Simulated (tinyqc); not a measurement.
Density of states of one tight-binding band on the simple cubic lattice: one step. One tetrahedron of the mesh. Two cases, with inputs chosen for the exercise.

Task: Find its share below E and its density of states at E.

For corner energies e1 <= e2 <= e3 <= e4 and eij = ei - ej, the share of the tetrahedron below E is n = (E - e1)^3/(e21 e31 e41) for e1 < E < e2; n = [e21^2 + 3 e21 x + 3 x^2 - (e31 + e42) x^3/(e32 e42)]/(e31 e41) with x = E - e2 for e2 < E < e3; n = 1 - (e4 - E)^3/(e41 e42 e43) for e3 < E < e4; its density of states is g = dn/dE.

Give: n; g.

Case 1.

Values chosen: E = 0.94 eV (energy at which the density is wanted).

corner energies, sorted (eV): [-2.690000, -1.390000, -0.270000, 2.510000]

Result:

n = 0.9314
g = 0.1312 1/eV

E lies between corners 3 and 4.

Case 2.

Values chosen: E = -0.39 eV (energy at which the density is wanted).

corner energies, sorted (eV): [-1.520000, 0.000000, 0.520000, 1.520000]

Result:

n = 0.1531
g = 0.4064 1/eV

E lies between corners 1 and 2.

Computed by tinyqc, one run a case: `OMP_NUM_THREADS=1 python tinyqc.py N N+1 out.jsonl` with N = 1681741, 1682749; one thread of a shared Intel(R) Xeon(R) Processor @ 2.30GHz, about 0.3 s a run at most.
